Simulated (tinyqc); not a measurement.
From results back to parameters: finite square well with mass mismatch (envelope functions). Three cases, with inputs chosen for the exercise.

Problem. The lowest level of this well was computed from a hidden depth V0.

A square well of width L and depth V0, mass mw inside and mb outside, energies from the bottom of the well, c = hbar^2/2m0. k = sqrt(mw E/c), kappa = sqrt(mb (V0 - E)/c). psi and psi'/m are continuous at the walls (BenDaniel-Duke), so level n solves k L + 2 atan[(k/mw)/(kappa/mb)] = n pi.

Constants: hbar^2/2m0 = 3.80998211 eV angstrom^2.

Case 1.

Values chosen (out of a larger set: near those of the light valleys of a Si film in SiO2; not measured data): L = 49 angstrom (well width); mw = 0.195 m0 (mass in the well); mb = 0.477 m0 (mass in the barrier).

E1 = 0.059758 eV

Case 2.

Values chosen (out of a larger set: near those of a non-polar GaN well in AlN; not measured data): L = 71 angstrom (well width); mw = 0.203 m0 (mass in the well); mb = 0.311 m0 (mass in the barrier).

E1 = 0.029755 eV

Case 3.

Values chosen (out of a larger set: near those of a non-polar GaN well in AlGaN; not measured data): L = 51 angstrom (well width); mw = 0.193 m0 (mass in the well); mb = 0.254 m0 (mass in the barrier).

E1 = 0.048370 eV

Find: k; kappa; V0.

Solution. For n = 1 the condition reads kappa = (mb/mw) k tan(kL/2); then V0 = E1 + c kappa^2/mb.

Case 1.

k = 0.05530 1/angstrom
kappa = 0.6170 1/angstrom
V0 = 3.100 eV

Case 2.

k = 0.03982 1/angstrom
kappa = 0.3846 1/angstrom
V0 = 1.842 eV

Case 3.

k = 0.04950 1/angstrom
kappa = 0.2044 1/angstrom
V0 = 0.675 eV

Computed by tinyqc, one run a case: `OMP_NUM_THREADS=1 python tinyqc.py N N+1 out.jsonl` with N = 1280145, 1280238, 1280255; one thread of a shared Intel(R) Xeon(R) Processor @ 2.30GHz, about 0.01 s a run at most.
